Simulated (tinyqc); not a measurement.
RHF in the 6-31g basis, for H4, spin multiplicity 1, step by step (part 1 of 2). Computed by tinyqc, a small Python program that keeps every step (integrals from PySCF). Settings: charge = 0, multiplicity = 1, basis = 6-31g, energy threshold = 1e-08, iteration cap = 62, orthogonalisation = canonical, start = random, DIIS depth = 0, method = RHF. Command: `OMP_NUM_THREADS=1 python tinyqc.py 22819 22820 out.jsonl` (the two numbers bound the seeds that draw the settings). One thread of a shared host (Intel(R) Xeon(R) Processor @ 2.60GHz), about 0.05 s of CPU time with the checks. Later iterations appear only in the table of the cycle.

## One-electron integrals

Geometry (angstrom):

| atom | x | y | z |
|---|---|---|---|
| H | 0.000000 | 0.000000 | 0.000000 |
| H | 0.000000 | 0.000000 | 0.932000 |
| H | 0.000000 | 1.954000 | 0.000000 |
| H | 0.000000 | 1.954000 | 0.932000 |

Basis 6-31g: exponents (1/bohr^2) and contraction coefficients of normalised primitives:

| element | l (shell) | exponent | coefficient |
|---|---|---|---|
| H | s (1) | 18.731137 | 0.033495 |
| H | s (1) | 2.825394 | 0.234727 |
| H | s (1) | 0.640122 | 0.813757 |
| H | s (2) | 0.161278 | 1.000000 |

Overlap, kinetic and nuclear-attraction integrals over the contracted functions; the nuclear repulsion is the sum of Za Zb / Rab.

nuclear repulsion = 2.16608083 hartree

overlap S:
```
          1H 1s     1H 2s     2H 1s     2H 2s     3H 1s     3H 2s     4H 1s     4H 2s
1H 1s  1.000000  0.658292  0.299525  0.437886  0.008643  0.110094  0.003165  0.073386
1H 2s  0.658292  1.000000  0.437886  0.778696  0.110094  0.333041  0.073386  0.259337
2H 1s  0.299525  0.437886  1.000000  0.658292  0.003165  0.073386  0.008643  0.110094
2H 2s  0.437886  0.778696  0.658292  1.000000  0.073386  0.259337  0.110094  0.333041
3H 1s  0.008643  0.110094  0.003165  0.073386  1.000000  0.658292  0.299525  0.437886
3H 2s  0.110094  0.333041  0.073386  0.259337  0.658292  1.000000  0.437886  0.778696
4H 1s  0.003165  0.073386  0.008643  0.110094  0.299525  0.437886  1.000000  0.658292
4H 2s  0.073386  0.259337  0.110094  0.333041  0.437886  0.778696  0.658292  1.000000
```

kinetic energy T (hartree):
```
           1H 1s      1H 2s      2H 1s      2H 2s      3H 1s      3H 2s      4H 1s      4H 2s
1H 1s   1.395678   0.259735   0.066620   0.125530  -0.016717  -0.008308  -0.008032  -0.013288
1H 2s   0.259735   0.241917   0.125530   0.156966  -0.008308   0.021512  -0.013288   0.006289
2H 1s   0.066620   0.125530   1.395678   0.259735  -0.008032  -0.013288  -0.016717  -0.008308
2H 2s   0.125530   0.156966   0.259735   0.241917  -0.013288   0.006289  -0.008308   0.021512
3H 1s  -0.016717  -0.008308  -0.008032  -0.013288   1.395678   0.259735   0.066620   0.125530
3H 2s  -0.008308   0.021512  -0.013288   0.006289   0.259735   0.241917   0.125530   0.156966
4H 1s  -0.008032  -0.013288  -0.016717  -0.008308   0.066620   0.125530   1.395678   0.259735
4H 2s  -0.013288   0.006289  -0.008308   0.021512   0.125530   0.156966   0.259735   0.241917
```

nuclear attraction V (hartree):
```
           1H 1s      1H 2s      2H 1s      2H 2s      3H 1s      3H 2s      4H 1s      4H 2s
1H 1s  -2.734455  -1.446719  -0.770008  -0.990574  -0.016254  -0.232549  -0.006209  -0.159606
1H 2s  -1.446719  -1.633577  -0.990574  -1.330052  -0.232549  -0.561443  -0.159606  -0.456218
2H 1s  -0.770008  -0.990574  -2.734455  -1.446719  -0.006209  -0.159606  -0.016254  -0.232549
2H 2s  -0.990574  -1.330052  -1.446719  -1.633577  -0.159606  -0.456218  -0.232549  -0.561443
3H 1s  -0.016254  -0.232549  -0.006209  -0.159606  -2.734455  -1.446719  -0.770008  -0.990574
3H 2s  -0.232549  -0.561443  -0.159606  -0.456218  -1.446719  -1.633577  -0.990574  -1.330052
4H 1s  -0.006209  -0.159606  -0.016254  -0.232549  -0.770008  -0.990574  -2.734455  -1.446719
4H 2s  -0.159606  -0.456218  -0.232549  -0.561443  -0.990574  -1.330052  -1.446719  -1.633577
```

core Hamiltonian H = T + V (hartree):
```
           1H 1s      1H 2s      2H 1s      2H 2s      3H 1s      3H 2s      4H 1s      4H 2s
1H 1s  -1.338777  -1.186984  -0.703388  -0.865044  -0.032971  -0.240857  -0.014240  -0.172894
1H 2s  -1.186984  -1.391660  -0.865044  -1.173086  -0.240857  -0.539931  -0.172894  -0.449929
2H 1s  -0.703388  -0.865044  -1.338777  -1.186984  -0.014240  -0.172894  -0.032971  -0.240857
2H 2s  -0.865044  -1.173086  -1.186984  -1.391660  -0.172894  -0.449929  -0.240857  -0.539931
3H 1s  -0.032971  -0.240857  -0.014240  -0.172894  -1.338777  -1.186984  -0.703388  -0.865044
3H 2s  -0.240857  -0.539931  -0.172894  -0.449929  -1.186984  -1.391660  -0.865044  -1.173086
4H 1s  -0.014240  -0.172894  -0.032971  -0.240857  -0.703388  -0.865044  -1.338777  -1.186984
4H 2s  -0.172894  -0.449929  -0.240857  -0.539931  -0.865044  -1.173086  -1.186984  -1.391660
```

## Two-electron integrals

Functions are numbered as in S; the eight-fold symmetry (ij|kl) = (ji|kl) = (kl|ij) leaves the list below.

Two-electron integrals (ij|kl) in chemists' order, unique and non-zero (hartree):
```
(11|11) 1.076566   (21|11) 0.578470   (21|21) 0.329423   (22|11) 0.587396
(22|21) 0.361304   (22|22) 0.453150   (31|11) 0.249568   (31|21) 0.144534
(31|22) 0.161921   (31|31) 0.084299   (32|11) 0.265835   (32|21) 0.164390
(32|22) 0.205835   (32|31) 0.103061   (32|32) 0.144669   (33|11) 0.552516
(33|21) 0.350864   (33|22) 0.456933   (33|31) 0.249568   (33|32) 0.375879
(33|33) 1.076566   (41|11) 0.375879   (41|21) 0.215213   (41|22) 0.238068
(41|31) 0.103061   (41|32) 0.120386   (41|33) 0.265835   (41|41) 0.144669
(42|11) 0.427187   (42|21) 0.264978   (42|22) 0.338692   (42|31) 0.134532
(42|32) 0.182284   (42|33) 0.427187   (42|41) 0.182284   (42|42) 0.274776
(43|11) 0.350864   (43|21) 0.221465   (43|22) 0.289214   (43|31) 0.144534
(43|32) 0.215213   (43|33) 0.578470   (43|41) 0.164390   (43|42) 0.264978
(43|43) 0.329423   (44|11) 0.456933   (44|21) 0.289214   (44|22) 0.387696
(44|31) 0.161921   (44|32) 0.238068   (44|33) 0.587396   (44|41) 0.205835
(44|42) 0.338692   (44|43) 0.361304   (44|44) 0.453150   (51|11) 0.004585
(51|21) 0.002907   (51|22) 0.003818   (51|31) 0.001244   (51|32) 0.001590
(51|33) 0.003382   (51|41) 0.001910   (51|42) 0.002825   (51|43) 0.002209
(51|44) 0.003161   (51|51) 0.000067   (52|11) 0.036752   (52|21) 0.024082
(52|22) 0.035263   (52|31) 0.010539   (52|32) 0.014493   (52|33) 0.031705
(52|41) 0.015923   (52|42) 0.026558   (52|43) 0.020844   (52|44) 0.031130
(52|51) 0.000622   (52|52) 0.008959   (53|11) 0.001524   (53|21) 0.000980
(53|22) 0.001327   (53|31) 0.000494   (53|32) 0.000683   (53|33) 0.001531
(53|41) 0.000682   (53|42) 0.001088   (53|43) 0.000983   (53|44) 0.001329
(53|51) 0.000021   (53|52) 0.000205   (53|53) 0.000009   (54|11) 0.024359
(54|21) 0.015965   (54|22) 0.023399   (54|31) 0.007206   (54|32) 0.010057
(54|33) 0.022165   (54|41) 0.010680   (54|42) 0.018080   (54|43) 0.014561
(54|44) 0.021626   (54|51) 0.000408   (54|52) 0.005870   (54|53) 0.000146
(54|54) 0.003962   (55|11) 0.270814   (55|21) 0.178250   (55|22) 0.268977
(55|31) 0.078773   (55|32) 0.110521   (55|33) 0.244436   (55|41) 0.118081
(55|42) 0.204023   (55|43) 0.160906   (55|44) 0.243768   (55|51) 0.004585
(55|52) 0.087451   (55|53) 0.001531   (55|54) 0.057013   (55|55) 1.076566
(61|11) 0.087451   (61|21) 0.050949   (61|22) 0.057961   (61|31) 0.022261
(61|32) 0.025968   (61|33) 0.055404   (61|41) 0.033330   (61|42) 0.042603
(61|43) 0.035218   (61|44) 0.046778   (61|51) 0.000622   (61|52) 0.005089
(61|53) 0.000205   (61|54) 0.003365   (61|55) 0.036752   (61|61) 0.008959
(62|11) 0.148895   (62|21) 0.094447   (62|22) 0.127285   (62|31) 0.041944
(62|32) 0.055541   (62|33) 0.122577   (62|41) 0.062359   (62|42) 0.095678
(62|43) 0.079057   (62|44) 0.111297   (62|51) 0.001646   (62|52) 0.018091
(62|53) 0.000565   (62|54) 0.011962   (62|55) 0.148895   (62|61) 0.018091
(62|62) 0.050262   (63|11) 0.041707   (63|21) 0.026057   (63|22) 0.033324
(63|31) 0.015840   (63|32) 0.022441   (63|33) 0.057013   (63|41) 0.018966
(63|42) 0.029351   (63|43) 0.033376   (63|44) 0.038272   (63|51) 0.000323
(63|52) 0.002953   (63|53) 0.000146   (63|54) 0.002082   (63|55) 0.022165
(63|61) 0.004564   (63|62) 0.010517   (63|63) 0.003962   (64|11) 0.109967
(64|21) 0.070104   (64|22) 0.095678   (64|31) 0.034363   (64|32) 0.047926
(64|33) 0.109967   (64|41) 0.047926   (64|42) 0.077181   (64|43) 0.070104
(64|44) 0.095678   (64|51) 0.001201   (64|52) 0.013344   (64|53) 0.000470
(64|54) 0.009191   (64|55) 0.109967   (64|61) 0.013344   (64|62) 0.037566
(64|63) 0.009191   (64|64) 0.030477   (65|11) 0.178250   (65|21) 0.117270
(65|22) 0.176240   (65|31) 0.051850   (65|32) 0.072736   (65|33) 0.160906
(65|41) 0.077687   (65|42) 0.133777   (65|43) 0.105905   (65|44) 0.160089
(65|51) 0.002907   (65|52) 0.050949   (65|53) 0.000983   (65|54) 0.033376
(65|55) 0.578470   (65|61) 0.024082   (65|62) 0.094447   (65|63) 0.014561
(65|64) 0.070104   (65|65) 0.329423   (66|11) 0.268977   (66|21) 0.176240
(66|22) 0.261073   (66|31) 0.078311   (66|32) 0.109775   (66|33) 0.243768
(66|41) 0.116784   (66|42) 0.198754   (66|43) 0.160089   (66|44) 0.239510
(66|51) 0.003818   (66|52) 0.057961   (66|53) 0.001329   (66|54) 0.038272
(66|55) 0.587396   (66|61) 0.035263   (66|62) 0.127285   (66|63) 0.021626
(66|64) 0.095678   (66|65) 0.361304   (66|66) 0.453150   (71|11) 0.001531
(71|21) 0.000983   (71|22) 0.001329   (71|31) 0.000494   (71|32) 0.000682
(71|33) 0.001524   (71|41) 0.000683   (71|42) 0.001088   (71|43) 0.000980
(71|44) 0.001327   (71|51) 0.000021   (71|52) 0.000205   (71|53) 0.000009
(71|54) 0.000145   (71|55) 0.001524   (71|61) 0.000205   (71|62) 0.000565
(71|63) 0.000145   (71|64) 0.000470   (71|65) 0.000980   (71|66) 0.001327
(71|71) 0.000009   (72|11) 0.022165   (72|21) 0.014561   (72|22) 0.021626
(72|31) 0.007206   (72|32) 0.010680   (72|33) 0.024359   (72|41) 0.010057
(72|42) 0.018080   (72|43) 0.015965   (72|44) 0.023399   (72|51) 0.000323
(72|52) 0.004564   (72|53) 0.000145   (72|54) 0.003350   (72|55) 0.041707
(72|61) 0.002953   (72|62) 0.010517   (72|63) 0.002264   (72|64) 0.009191
(72|65) 0.026057   (72|66) 0.033324   (72|71) 0.000146   (72|72) 0.003962
(73|11) 0.003382   (73|21) 0.002209   (73|22) 0.003161   (73|31) 0.001244
(73|32) 0.001910   (73|33) 0.004585   (73|41) 0.001590   (73|42) 0.002825
(73|43) 0.002907   (73|44) 0.003818   (73|51) 0.000040   (73|52) 0.000436
(73|53) 0.000021   (73|54) 0.000323   (73|55) 0.003382   (73|61) 0.000436
(73|62) 0.001296   (73|63) 0.000408   (73|64) 0.001201   (73|65) 0.002209
(73|66) 0.003161   (73|71) 0.000021   (73|72) 0.000408   (73|73) 0.000067
(74|11) 0.031705   (74|21) 0.020844   (74|22) 0.031130   (74|31) 0.010539
(74|32) 0.015923   (74|33) 0.036752   (74|41) 0.014493   (74|42) 0.026558
(74|43) 0.024082   (74|44) 0.035263   (74|51) 0.000436   (74|52) 0.006132
(74|53) 0.000205   (74|54) 0.004564   (74|55) 0.055404   (74|61) 0.004155
(74|62) 0.014789   (74|63) 0.003365   (74|64) 0.013344   (74|65) 0.035218
(74|66) 0.046778   (74|71) 0.000205   (74|72) 0.005870   (74|73) 0.000622
(74|74) 0.008959   (75|11) 0.078773   (75|21) 0.051850   (75|22) 0.078311
(75|31) 0.024197   (75|32) 0.035048   (75|33) 0.078773   (75|41) 0.035048
(75|42) 0.062573   (75|43) 0.051850   (75|44) 0.078311   (75|51) 0.001244
(75|52) 0.022261   (75|53) 0.000494   (75|54) 0.015840   (75|55) 0.249568
(75|61) 0.010539   (75|62) 0.041944   (75|63) 0.007206   (75|64) 0.034363
(75|65) 0.144534   (75|66) 0.161921   (75|71) 0.000494   (75|72) 0.015840
(75|73) 0.001244   (75|74) 0.022261   (75|75) 0.084299   (76|11) 0.110521
(76|21) 0.072736   (76|22) 0.109775   (76|31) 0.035048   (76|32) 0.051863
(76|33) 0.118081   (76|41) 0.049700   (76|42) 0.090332   (76|43) 0.077687
(76|44) 0.116784   (76|51) 0.001590   (76|52) 0.025968   (76|53) 0.000682
(76|54) 0.018966   (76|55) 0.265835   (76|61) 0.014493   (76|62) 0.055541
(76|63) 0.010680   (76|64) 0.047926   (76|65) 0.164390   (76|66) 0.205835
(76|71) 0.000683   (76|72) 0.022441   (76|73) 0.001910   (76|74) 0.033330
(76|75) 0.103061   (76|76) 0.144669   (77|11) 0.244436   (77|21) 0.160906
(77|22) 0.243768   (77|31) 0.078773   (77|32) 0.118081   (77|33) 0.270814
(77|41) 0.110521   (77|42) 0.204023   (77|43) 0.178250   (77|44) 0.268977
(77|51) 0.003382   (77|52) 0.055404   (77|53) 0.001524   (77|54) 0.041707
(77|55) 0.552516   (77|61) 0.031705   (77|62) 0.122577   (77|63) 0.024359
(77|64) 0.109967   (77|65) 0.350864   (77|66) 0.456933   (77|71) 0.001531
(77|72) 0.057013   (77|73) 0.004585   (77|74) 0.087451   (77|75) 0.249568
(77|76) 0.375879   (77|77) 1.076566   (81|11) 0.057013   (81|21) 0.033376
(81|22) 0.038272   (81|31) 0.015840   (81|32) 0.018966   (81|33) 0.041707
(81|41) 0.022441   (81|42) 0.029351   (81|43) 0.026057   (81|44) 0.033324
(81|51) 0.000408   (81|52) 0.003365   (81|53) 0.000145   (81|54) 0.002264
(81|55) 0.024359   (81|61) 0.005870   (81|62) 0.011962   (81|63) 0.003350
(81|64) 0.009191   (81|65) 0.015965   (81|66) 0.023399   (81|71) 0.000146
(81|72) 0.002082   (81|73) 0.000323   (81|74) 0.002953   (81|75) 0.007206
(81|76) 0.010057   (81|77) 0.022165   (81|81) 0.003962   (82|11) 0.109967
(82|21) 0.070104   (82|22) 0.095678   (82|31) 0.034363   (82|32) 0.047926
(82|33) 0.109967   (82|41) 0.047926   (82|42) 0.077181   (82|43) 0.070104
(82|44) 0.095678   (82|51) 0.001201   (82|52) 0.013344   (82|53) 0.000470
(82|54) 0.009191   (82|55) 0.109967   (82|61) 0.013344   (82|62) 0.037566
(82|63) 0.009191   (82|64) 0.030477   (82|65) 0.070104   (82|66) 0.095678
(82|71) 0.000470   (82|72) 0.009191   (82|73) 0.001201   (82|74) 0.013344
(82|75) 0.034363   (82|76) 0.047926   (82|77) 0.109967   (82|81) 0.009191
(82|82) 0.030477   (83|11) 0.055404   (83|21) 0.035218   (83|22) 0.046778
(83|31) 0.022261   (83|32) 0.033330   (83|33) 0.087451   (83|41) 0.025968
(83|42) 0.042603   (83|43) 0.050949   (83|44) 0.057961   (83|51) 0.000436
(83|52) 0.004155   (83|53) 0.000205   (83|54) 0.002953   (83|55) 0.031705
(83|61) 0.006132   (83|62) 0.014789   (83|63) 0.005870   (83|64) 0.013344
(83|65) 0.020844   (83|66) 0.031130   (83|71) 0.000205   (83|72) 0.003365
(83|73) 0.000622   (83|74) 0.005089   (83|75) 0.010539   (83|76) 0.015923
(83|77) 0.036752   (83|81) 0.004564   (83|82) 0.013344   (83|83) 0.008959
(84|11) 0.122577   (84|21) 0.079057   (84|22) 0.111297   (84|31) 0.041944
(84|32) 0.062359   (84|33) 0.148895   (84|41) 0.055541   (84|42) 0.095678
(84|43) 0.094447   (84|44) 0.127285   (84|51) 0.001296   (84|52) 0.014789
(84|53) 0.000565   (84|54) 0.010517   (84|55) 0.122577   (84|61) 0.014789
(84|62) 0.043002   (84|63) 0.011962   (84|64) 0.037566   (84|65) 0.079057
(84|66) 0.111297   (84|71) 0.000565   (84|72) 0.011962   (84|73) 0.001646
(84|74) 0.018091   (84|75) 0.041944   (84|76) 0.062359   (84|77) 0.148895
(84|81) 0.010517   (84|82) 0.037566   (84|83) 0.018091   (84|84) 0.050262
(85|11) 0.118081   (85|21) 0.077687   (85|22) 0.116784   (85|31) 0.035048
(85|32) 0.049700   (85|33) 0.110521   (85|41) 0.051863   (85|42) 0.090332
(85|43) 0.072736   (85|44) 0.109775   (85|51) 0.001910   (85|52) 0.033330
(85|53) 0.000683   (85|54) 0.022441   (85|55) 0.375879   (85|61) 0.015923
(85|62) 0.062359   (85|63) 0.010057   (85|64) 0.047926   (85|65) 0.215213
(85|66) 0.238068   (85|71) 0.000682   (85|72) 0.018966   (85|73) 0.001590
(85|74) 0.025968   (85|75) 0.103061   (85|76) 0.120386   (85|77) 0.265835
(85|81) 0.010680   (85|82) 0.047926   (85|83) 0.014493   (85|84) 0.055541
(85|85) 0.144669   (86|11) 0.204023   (86|21) 0.133777   (86|22) 0.198754
(86|31) 0.062573   (86|32) 0.090332   (86|33) 0.204023   (86|41) 0.090332
(86|42) 0.158306   (86|43) 0.133777   (86|44) 0.198754   (86|51) 0.002825
(86|52) 0.042603   (86|53) 0.001088   (86|54) 0.029351   (86|55) 0.427187
(86|61) 0.026558   (86|62) 0.095678   (86|63) 0.018080   (86|64) 0.077181
(86|65) 0.264978   (86|66) 0.338692   (86|71) 0.001088   (86|72) 0.029351
(86|73) 0.002825   (86|74) 0.042603   (86|75) 0.134532   (86|76) 0.182284
(86|77) 0.427187   (86|81) 0.018080   (86|82) 0.077181   (86|83) 0.026558
(86|84) 0.095678   (86|85) 0.182284   (86|86) 0.274776   (87|11) 0.160906
(87|21) 0.105905   (87|22) 0.160089   (87|31) 0.051850   (87|32) 0.077687
(87|33) 0.178250   (87|41) 0.072736   (87|42) 0.133777   (87|43) 0.117270
(87|44) 0.176240   (87|51) 0.002209   (87|52) 0.035218   (87|53) 0.000980
(87|54) 0.026057   (87|55) 0.350864   (87|61) 0.020844   (87|62) 0.079057
(87|63) 0.015965   (87|64) 0.070104   (87|65) 0.221465   (87|66) 0.289214
(87|71) 0.000983   (87|72) 0.033376   (87|73) 0.002907   (87|74) 0.050949
(87|75) 0.144534   (87|76) 0.215213   (87|77) 0.578470   (87|81) 0.014561
(87|82) 0.070104   (87|83) 0.024082   (87|84) 0.094447   (87|85) 0.164390
(87|86) 0.264978   (87|87) 0.329423   (88|11) 0.243768   (88|21) 0.160089
(88|22) 0.239510   (88|31) 0.078311   (88|32) 0.116784   (88|33) 0.268977
(88|41) 0.109775   (88|42) 0.198754   (88|43) 0.176240   (88|44) 0.261073
(88|51) 0.003161   (88|52) 0.046778   (88|53) 0.001327   (88|54) 0.033324
(88|55) 0.456933   (88|61) 0.031130   (88|62) 0.111297   (88|63) 0.023399
(88|64) 0.095678   (88|65) 0.289214   (88|66) 0.387696   (88|71) 0.001329
(88|72) 0.038272   (88|73) 0.003818   (88|74) 0.057961   (88|75) 0.161921
(88|76) 0.238068   (88|77) 0.587396   (88|81) 0.021626   (88|82) 0.095678
(88|83) 0.035263   (88|84) 0.127285   (88|85) 0.205835   (88|86) 0.338692
(88|87) 0.361304   (88|88) 0.453150
```

## Orthogonalisation

S = U s U^T; canonical form X = U s^(-1/2), so that X^T S X = 1. Each column of U has its largest component positive (the first on a tie).

eigenvalues of S: 0.091670  0.171350  0.322912  0.456181  0.750929  0.829611  2.151121  3.226226

X:
```
               1          2          3          4          5          6          7         8
1H 1s  -0.481011  -0.523528  -0.604676   0.615503   0.551975   0.494709   0.247653  0.154668
1H 2s   1.579812   1.088542   0.639197  -0.411320   0.168062   0.237927   0.234278  0.231447
2H 1s   0.481011   0.523528  -0.604676   0.615503  -0.551975  -0.494709   0.247653  0.154668
2H 2s  -1.579812  -1.088542   0.639197  -0.411320  -0.168062  -0.237927   0.234278  0.231447
3H 1s   0.481011  -0.523528   0.604676   0.615503  -0.551975   0.494709  -0.247653  0.154668
3H 2s  -1.579812   1.088542  -0.639197  -0.411320  -0.168062   0.237927  -0.234278  0.231447
4H 1s  -0.481011   0.523528   0.604676   0.615503   0.551975  -0.494709  -0.247653  0.154668
4H 2s   1.579812  -1.088542  -0.639197  -0.411320   0.168062  -0.237927  -0.234278  0.231447
```

## Starting guess

The start is random orthonormal orbitals; D = 2 C_occ C_occ^T.

D at the start:
```
           1H 1s      1H 2s      2H 1s      2H 2s      3H 1s      3H 2s      4H 1s      4H 2s
1H 1s   0.512053  -0.935986   0.677943  -0.211305   0.699505   0.056614  -0.082671  -0.030523
1H 2s  -0.935986   1.851780  -1.362404   0.573037  -1.088814   0.135975   0.699481  -0.771213
2H 1s   0.677943  -1.362404   1.005288  -0.443089   0.760150  -0.134426  -0.588939   0.682715
2H 2s  -0.211305   0.573037  -0.443089   0.334859  -0.036985   0.294131   0.761178  -1.083912
3H 1s   0.699505  -1.088814   0.760150  -0.036985   1.211330   0.399976   0.625905  -1.155969
3H 2s   0.056614   0.135975  -0.134426   0.294131   0.399976   0.413275   0.922929  -1.409060
4H 1s  -0.082671   0.699481  -0.588939   0.761178   0.625905   0.922929   2.147794  -3.214103
4H 2s  -0.030523  -0.771213   0.682715  -1.083912  -1.155969  -1.409060  -3.214103   4.856549
```
